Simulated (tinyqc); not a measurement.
# Worked calculation: resistance of a source-drain extension with a graded tip

tinyqc, about 0.05 s, one thread, Intel Xeon 2.30GHz (shared host): `OMP_NUM_THREADS=1 python tinyqc.py 2282046 2282047 out.jsonl` Printed values are rounded.

y runs along the channel, the gate covers y > 0. The doping is N0 for y < y0 and N0 10^(-(y - y0)/la) beyond, uniform over the depth xj. Sheet conductance s(y) = q mu(N) max(N - Nch, 0) xj + (for y > 0) ma Cox Vo, with mu(N) = u0 + (u1 - u0)/(1 + (N/Nr)^au) and Cox = eps0 eox/tox. Current is taken as one-dimensional; depletion of the tip, spreading and the contact are left out. The metallurgical junction lies at yj, where N = Nch.

Values chosen for this exercise; mobility law close to that of electrons in silicon: relative permittivity of the gate insulator (close to silicon dioxide) eox = 3.9; insulator thickness tox = 1.2 nm; active doping of the extension far from the gate N0 = 5.7e19 cm^-3; lateral abruptness la = 4.4 nm/decade; position under the gate where the fall begins (gate edge at 0) y0 = 2.6 nm; depth of the extension xj = 8 nm; channel doping Nch = 2.5e18 cm^-3; gate overdrive Vo = 0.37 V; mobility of the gate-induced layer ma = 120 cm^2/(V s); mobility at low doping u1 = 1414 cm^2/(V s); mobility at high doping u0 = 68.5 cm^2/(V s); reference doping Nr = 9.2e16 cm^-3; exponent au = 0.711; gate length Lg = 90 nm.

Constants: q = 1.602176634e-19 C, eps0 = 8.8541878128e-14 F/cm where lengths are in cm. Results are converted to the units shown.

## Sheet resistances and junction position

yj = y0 + la log10(N0/Nch); sheet resistance of the full extension 1/[q mu(N0)(N0 - Nch) xj] and of the gate-induced layer 1/(ma Cox Vo); metallurgical length Lg - 2 yj; ye is where the doped and the gate-induced conductances are equal.

yj = 8.57491 nm
sheet resistance of the extension = 1739.84 ohm/square
sheet resistance of the induced layer = 7826.81 ohm/square
metallurgical length = 72.8502 nm
ye = 5.65593 nm
N at ye = 1.15171e19 cm^-3

The gate takes over 2.92 nm before the junction, where N is still 4.61 times the channel doping.

## Resistance of the overlapped part

Midpoint rule on 12 equal steps from 0 to yj: R_ov = sum h/s(y), per width.

y, point 0 to 11 (nm): [0.357288, 1.07186, 1.78644, 2.50102, 3.21559, 3.93017, 4.64474, 5.35932, 6.07390, 6.78847, 7.50305, 8.21763]
N, point 0 to 11 (cm^-3): [5.7e19, 5.7e19, 5.7e19, 5.7e19, 4.13017e19, 2.84161e19, 1.95506e19, 1.34511e19, 9.25450e18, 6.36721e18, 4.38072e18, 3.01399e18]
doped conductance, point 0 to 11 (uS): [574.764, 574.764, 574.764, 574.764, 426.621, 302.137, 213.405, 149.174, 101.609, 65.2063, 36.0616, 11.3570]
sheet resistance, point 0 to 11 (ohm/square): [1423.43, 1423.43, 1423.43, 1423.43, 1803.80, 2326.11, 2931.08, 3610.89, 4359.68, 5182.09, 6103.98, 7187.89]
R_ov = 28.011 ohm um

The exact integral is 28.058 ohm um; the coarse sum is 0.17 % below it.
